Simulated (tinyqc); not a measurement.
Finite square well with mass mismatch (envelope functions): sweeps and comparisons. A value that a table varies takes the place of the one given here.

A square well of width L and depth V0, mass mw inside and mb outside, energies from the bottom of the well, c = hbar^2/2m0. k = sqrt(mw E/c), kappa = sqrt(mb (V0 - E)/c). psi and psi'/m are continuous at the walls (BenDaniel-Duke), so level n solves k L + 2 atan[(k/mw)/(kappa/mb)] = n pi.

Non-parabolic bands: mw is replaced by mw (1 + alpha_w E) and mb by mb (1 - alpha_b (V0 - E)), in k, kappa and the matching condition alike.

Constants: hbar^2/2m0 = 3.80998211 eV angstrom^2.

Parameters, chosen for this exercise (near those of a non-polar GaN well in AlN; shifted at random, so the results belong to these values and not to a real crystal):
- V0 = 2.01 eV (barrier height)
- mw = 0.199 m0 (mass in the well)
- mb = 0.332 m0 (mass in the barrier)
- Ls = (8, 10, 12, 16, 20, 24, 31) angstrom (widths)
- L = 59 angstrom (well width)
- alpha_w = 0.19 1/eV (non-parabolicity in the well)
- alpha_b = 0.25 1/eV (non-parabolicity in the barrier)

## Width of the well

Levels against L, beside the infinite well E1(hard) = c (pi/L)^2/mw; Pb is the probability of level 1 in the barriers; a dash marks an unbound level.

Levels:

| L (angstrom) | bound levels | E1 (eV) | E2 (eV) | E1(hard) (eV) | Pb |
|---|---|---|---|---|---|
| 8 | 1 | 0.7457 | - | 2.9525 | 0.186 |
| 10 | 2 | 0.5891 | 2.0028 | 1.8896 | 0.130 |
| 12 | 2 | 0.4766 | 1.7911 | 1.3122 | 0.094 |
| 16 | 2 | 0.3302 | 1.3046 | 0.7381 | 0.054 |
| 20 | 3 | 0.2422 | 0.9674 | 0.4724 | 0.034 |
| 24 | 3 | 0.1852 | 0.7419 | 0.3281 | 0.023 |
| 31 | 4 | 0.1246 | 0.4992 | 0.1966 | 0.013 |

The infinite well overestimates E1 by a factor 3.96 at 8 angstrom and 1.58 at 31 angstrom. The local exponent d ln E1/d ln L goes from -1.06 (first two rows) to -1.55 (last two), towards the -2 of hard walls, as Pb falls from 0.186 to 0.013. E2 - E1 is largest at 10 angstrom of the widths listed. Non-parabolicity, which grows with the level, already counts at a few tenths of an eV, and levels above about 0.5 eV lie beyond a parabolic band.

## Levels of description

The same well five ways. mb = mw: the barrier takes the mass of the well. psi' continuous: kappa holds mb but the condition drops the masses, k L + 2 atan(k/kappa) = n pi. The last column is measured against BenDaniel-Duke.

Levels (eV):

| model | E1 | E2 | E3 | E1 - E1(BDD) (meV) |
|---|---|---|---|---|
| infinite walls | 0.0543 | 0.2171 | 0.4885 | 12.1 |
| mb = mw | 0.0445 | 0.1774 | 0.3976 | 2.3 |
| BenDaniel-Duke | 0.0421 | 0.1687 | 0.3798 | 0.0 |
| psi' continuous | 0.0464 | 0.1850 | 0.4138 | 4.3 |
| non-parabolic | 0.0448 | 0.1743 | 0.3763 | 2.7 |

Hard walls put E1 12.1 meV too high. Ignoring the mass step moves it by +2.3 meV and the wrong matching by +4.3 meV: with mb/mw = 1.67, continuity of psi'/m lets the slope outside be 1.67 times the slope inside, which acts like a softer wall. Non-parabolicity shifts E1 by +2.7 meV, the balance of a heavier mass in the well, which lowers it, and a lighter mass deep in the barrier, which hardens the wall. Among the finite wells the largest departure in E1 is that of the model 'psi' continuous'.

## What each parameter does

Parabolic bands. Pb is the probability of level 1 in the barriers, (A^2/kappa)/(A^2/kappa + L/2 + sin(kL)/(2k)) with A = cos(kL/2). Each row changes one parameter from the base and keeps the others.

Results:

| case | E1 (eV) | bound levels | Pb | V0 - E1 (eV) |
|---|---|---|---|---|
| base | 0.0421 | 7 | 0.0025 | 1.9679 |
| L = 53 angstrom | 0.0508 | 6 | 0.0033 | 1.9592 |
| V0 = 1.708 eV | 0.0413 | 6 | 0.0031 | 1.6667 |
| mw = 0.1791 m0 | 0.0456 | 6 | 0.0029 | 1.9644 |
| mb = 0.2656 m0 | 0.0432 | 7 | 0.0023 | 1.9668 |

The largest shifts from the base row, up to three for each result and ties (the steps differ in size, so this ranks the rows, not the parameters). E1 (eV): L +0.0087, mw +0.0035, mb +0.0011. bound levels: L -1, V0 -1, mw -1; unchanged at the printed digits by mb. Pb: L +0.0008, V0 +0.0006, mw +0.0005. V0 - E1 (eV): V0 -0.3012, L -0.0087, mw -0.0035.

(tinyqc, `OMP_NUM_THREADS=1 python tinyqc.py 1282473 1282474 out.jsonl`, Intel(R) Xeon(R) Processor @ 2.30GHz, 1 thread, shared host, about 0.01 s.)
